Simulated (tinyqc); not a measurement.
# Worked calculation: single-junction solar cell, detailed-balance limit

Computed by the program tinyqc: `OMP_NUM_THREADS=1 python tinyqc.py 2820030 2820031 out.jsonl`, one thread of a shared Intel Xeon 2.30GHz, about 0.01 s for the whole run. Printed values are rounded.

Every photon above the gap Eg makes one pair and none below is absorbed; carriers thermalise at T and move without loss. Jsc = q fs X Phi(Eg, Ts); the dark current is J0 = q ge Phi(Eg, T)/ERE with the Boltzmann factor exp(V/Vt). The efficiency is the electrical power over fs X sigma Ts^4.

Parameters, values chosen for the exercise: cell temperature T = 320 K; temperature of the black-body sun Ts = 5760 K; share of the hemisphere filled by the sun fs = 2.16e-5; concentration X = 100; external radiative efficiency ERE = 0.3; number of faces that emit ge = 1; band gap Eg = 1.58 eV.

Constants: q = 1.602176634e-19 C, kB = 1.380649e-23 J/K, h = 6.62607015e-34 J s, c = 299792458 m/s, Vt = kB T/q. Results are converted to the units shown.

## Photon flux of the source, term by term

Photon flux above E from a black body at temperature T into a hemisphere: Phi(E, T) = A sum_k exp(-k E/th)[E^2 th/k + 2 E th^2/k^2 + 2 th^3/k^3], k = 1, 2, ..., with th = kB T/q in eV and A = 2 pi q^3/(h^3 c^2). The first six terms at E = Eg, T = Ts are listed; the flux takes all.

th = 0.496358 eV
A = 9.88329e22 cm^-2 s^-1 eV^-3
terms k = 1..6 (eV^3): [0.0937769, 0.00145163, 3.62291e-5, 1.06970e-6, 3.43864e-8, 1.16339e-9]
Phi(Eg, Ts) = 9.41540e21 cm^-2 s^-1

The first term, the Boltzmann limit, holds 98.4 % of the flux.

## Photocurrent, dark current and incident power

Photon flux above E from a black body at temperature T into a hemisphere: Phi(E, T) = A sum_k exp(-k E/th)[E^2 th/k + 2 E th^2/k^2 + 2 th^3/k^3], k = 1, 2, ..., with th = kB T/q in eV and A = 2 pi q^3/(h^3 c^2). Jsc = q fs X Phi(Eg, Ts), J0 = q ge Phi(Eg, T)/ERE. Pin = fs X sigma Ts^4, sigma = 2 pi^5 kB^4/(15 h^3 c^2).

Jsc = 3258.39 mA/cm^2
J0 = 4.91563e-19 mA/cm^2
Pin = 13482.0 mW/cm^2

## Iteration 1: maximum power point by substitution

v at the start = 0

v = Vmp/Vt solves (1 + v) exp(v) = 1 + Jsc/J0; v(new) = ln[(1 + Jsc/J0)/(1 + v)].

v after iteration 1 = 50.2457

## Iteration 2: maximum power point by substitution

As before.

v after iteration 2 = 46.3091

## Course of the iteration: maximum power point by substitution

Stop when v changes by less than 1e-10, or after 40 iterations.

Course of the iteration:
```
iteration,v,|change|
1,50.2457,50.2
2,46.3091,3.94
3,46.3890,0.0799
4,46.3873,1.69e-3
5,46.3873,3.56e-5
6,46.3873,7.52e-7
7,46.3873,1.59e-8
8,46.3873,3.35e-10
9,46.3873,7.06e-12
```

Converged in 9 iterations. At the end each change is about 0.021 times the one before, with alternating sign: linear convergence.

## Voltages, fill factor and efficiency

v = 46.3873

Voc = Vt ln(1 + Jsc/J0), Vmp = v Vt, Jmp = Jsc - J0 (exp(v) - 1), FF = Vmp Jmp/(Voc Jsc), efficiency Vmp Jmp/Pin.

Voc = 1.38555 V
Eg/q - Voc = 0.194452 V
Vmp = 1.27915 V
Jmp = 3189.63 mA/cm^2
FF = 0.903728
efficiency = 30.2626 %

Of the voltage deficit, Vt ln(1/ERE) = 33.2 mV is due to non-radiative recombination.
